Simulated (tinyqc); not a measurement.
Thermal resistances of a two-die stack.

Problem. Heat leaves through the lower die only, and the system is linear. Find the resistance R1 from the lower die to the coolant, R2 between the dies, and the rise of the upper die when both are powered.

Inputs (values chosen for the exercise):
- P1 = 12 W (power of the lower die)
- P2 = 11 W (power of the upper die)

rises of the lower and upper die with only the lower one powered (K): [4.8, 4.8]
rises of the lower and upper die with only the upper one powered (K): [4.4, 7.26]

Solution. With only the lower die powered no heat crosses R2, so both dies rise by P1 R1; the difference in the second test is P2 R2; rises add.

R1 = 0.400 K/W
R2 = 0.260 K/W
rise of the upper die = 12.1 K

Program tinyqc, `OMP_NUM_THREADS=1 python tinyqc.py 2162141 2162142 out.jsonl`; Intel Xeon 2.30GHz, shared host, one thread, about 0.03 s.
